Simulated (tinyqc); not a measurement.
Worked calculation: plane-wave Kohn-Sham cycle with exchange-only LDA in a layered model solid. One step of it, computed by the program tinyqc.

Problem. Iteration 1: levels at that k. Diagonalise the Hermitian matrix.

H (hartree), lower triangle:
```
           -2         -1         +0         +1        +2
-2   0.271150
-1  -0.305000  -0.068713
+0  -0.065000  -0.305000  -0.182000
+1   0.000000  -0.065000  -0.305000  -0.068713
+2   0.000000   0.000000  -0.065000  -0.305000  0.271150
```

Give: eigenvalues.

Solution.

eigenvalues (hartree): -0.6731  -0.2008  0.1577  0.4683  0.4708
